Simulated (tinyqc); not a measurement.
From results back to parameters: Landau levels of bilayer graphene. Three cases, with inputs chosen for the exercise.

Problem. Two successive minima of rho_xx occur at the fields below; each unresolved level holds 4 n_B electrons, n_B = B/(h/e), so minima lie at n/n_B = 4 (j + phi) with integer j and phi = 0 or 1/2; 1/angstrom^2 = 1e16/cm^2.

Constants: h/e = 413566.7697 T angstrom^2.

Case 1.

higher field = 2.10230 T
lower field = 1.57672 T

Case 2.

higher field = 0.96499 T
lower field = 0.72374 T

Case 3.

higher field = 3.10175 T
lower field = 2.32631 T

Find: period in 1/B; n; j + phi at the higher field.

Solution. The period is 4/(n h/e), and j + phi = 1/(B x period). An integer means phi = 0.

Case 1.

period in 1/B = 0.1586 1/T
n = 6.10 x 1e11/cm^2
j + phi at the higher field = 3

Case 2.

period in 1/B = 0.3454 1/T
n = 2.80 x 1e11/cm^2
j + phi at the higher field = 3

Case 3.

period in 1/B = 0.1075 1/T
n = 9.00 x 1e11/cm^2
j + phi at the higher field = 3

Computed by tinyqc, one run a case: `OMP_NUM_THREADS=1 python tinyqc.py N N+1 out.jsonl` with N = 1252207, 1252428, 1252503; one thread of a shared Intel(R) Xeon(R) Processor @ 2.30GHz, about 0.03 s a run at most.
